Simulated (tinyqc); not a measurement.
Three-phonon processes in a diatomic chain: dispersion, energy and momentum conservation, and decay channels of optical phonons: one step, computed by the program tinyqc.

Cell length a, two atoms, one spring constant. x = q a/pi runs from -1 to 1; A and O are the acoustic and optical branches. Matrix elements are not computed: only conservation laws and occupation factors are followed.

Task: Band edges. omega^2 = k (1/m + 1/M) -/+ k sqrt((1/m + 1/M)^2 - 4 sin^2(pi x/2)/(m M)); nu = 15.6333042 THz x sqrt(omega^2) for eV/(angstrom^2 u). Acoustic top sqrt(2 k/M), optical bottom sqrt(2 k/m), optical top sqrt(2 k (1/m + 1/M)).

Inputs (values chosen for the exercise, for a model chain): light mass m = 27 u; heavy mass M = 164 u; spring constant k = 9.2 eV/angstrom^2.

Constants: nu for 1 eV/(angstrom^2 u) = 15.6333042 THz.

Give: acoustic top; optical bottom; optical top; optical top over twice the acoustic top; optical bottom over twice the acoustic top; optical width over acoustic top.

Result:

acoustic top = 5.2365 THz

optical bottom = 12.906 THz

optical top = 13.927 THz

optical top over twice the acoustic top = 1.3299

optical bottom over twice the acoustic top = 1.2323

optical width over acoustic top = 0.19515

The zone-centre optical phonon lies above twice the acoustic top (M/m > 3), so its decay into two acoustic phonons is forbidden; at M/m > 4 energy alone forbids it for every optical phonon.
